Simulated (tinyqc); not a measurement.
Six-band hole subbands of a thin body in a field: one step. Its levels. Four cases, with inputs chosen for the exercise.

Problem. Diagonalise; the levels come in pairs. Give each pair and its weights on X, Y, Z, summed over spin and averaged over the pair.

Give: levels; weights.

Case 1.

H (meV):
```
                   X+                 Y+        Z+                 X-                 Y-
X+           876.8597  680.1478+96.0000i         0                  0                  0
Y+  680.1478-96.0000i           876.8597         0                  0                  0
Z+                  0                  0  297.6149            96.0000          -96.0000i
X-                  0                  0   96.0000           876.8597  680.1478-96.0000i
Y-                  0                  0  96.0000i  680.1478+96.0000i           876.8597
Z-           -96.0000          -96.0000i         0                  0                  0

          Z-
X+  -96.0000
Y+  96.0000i
Z+         0
X-         0
Y-         0
Z-  297.6149
```

Solution.

levels (meV): 137.92  341.38  1572.03

weights:
```
   pair 1  pair 2  pair 3
X   0.373   0.130   0.497
Y   0.373   0.130   0.497
Z   0.254   0.739   0.006
```

Case 2.

H (meV):
```
           X+         Y+        Z+        X-         Y-        Z-
X+   202.1453   14.3333i         0         0          0  -14.3333
Y+  -14.3333i   202.1453         0         0          0  14.3333i
Z+          0          0  223.4536   14.3333  -14.3333i         0
X-          0          0   14.3333  202.1453  -14.3333i         0
Y-          0          0  14.3333i  14.3333i   202.1453         0
Z-   -14.3333  -14.3333i         0         0          0  223.4536
```

Solution.

levels (meV): 187.81  199.40  240.53

weights:
```
   pair 1  pair 2  pair 3
X   0.500   0.292   0.208
Y   0.500   0.292   0.208
Z   0.000   0.415   0.585
```

Case 3.

H (meV):
```
                   X+                 Y+        Z+                 X-                 Y-
X+           641.6081  178.9277+97.6667i         0                  0                  0
Y+  178.9277-97.6667i           641.6081         0                  0                  0
Z+                  0                  0  509.0575            97.6667          -97.6667i
X-                  0                  0   97.6667           641.6081  178.9277-97.6667i
Y-                  0                  0  97.6667i  178.9277+97.6667i           641.6081
Z-           -97.6667          -97.6667i         0                  0                  0

          Z-
X+  -97.6667
Y+  97.6667i
Z+         0
X-         0
Y-         0
Z-  509.0575
```

Solution.

levels (meV): 384.73  523.33  884.21

weights:
```
   pair 1  pair 2  pair 3
X   0.324   0.224   0.452
Y   0.324   0.224   0.452
Z   0.353   0.551   0.096
```

Case 4.

H (meV):
```
                  X+                Y+        Z+                X-                Y-        Z-
X+          417.6519  58.2132+14.6667i         0                 0                 0  -14.6667
Y+  58.2132-14.6667i          417.6519         0                 0                 0  14.6667i
Z+                 0                 0  422.5003           14.6667         -14.6667i         0
X-                 0                 0   14.6667          417.6519  58.2132-14.6667i         0
Y-                 0                 0  14.6667i  58.2132+14.6667i          417.6519         0
Z-          -14.6667         -14.6667i         0                 0                 0  422.5003
```

Solution.

levels (meV): 355.13  420.42  482.26

weights:
```
   pair 1  pair 2  pair 3
X   0.482   0.055   0.464
Y   0.482   0.055   0.464
Z   0.037   0.891   0.073
```

Computed by tinyqc, one run a case: `OMP_NUM_THREADS=1 python tinyqc.py N N+1 out.jsonl` with N = 1251093, 1251213, 1251325, 1251573; one thread of a shared Intel(R) Xeon(R) Processor @ 2.30GHz, about 0.5 s a run at most.
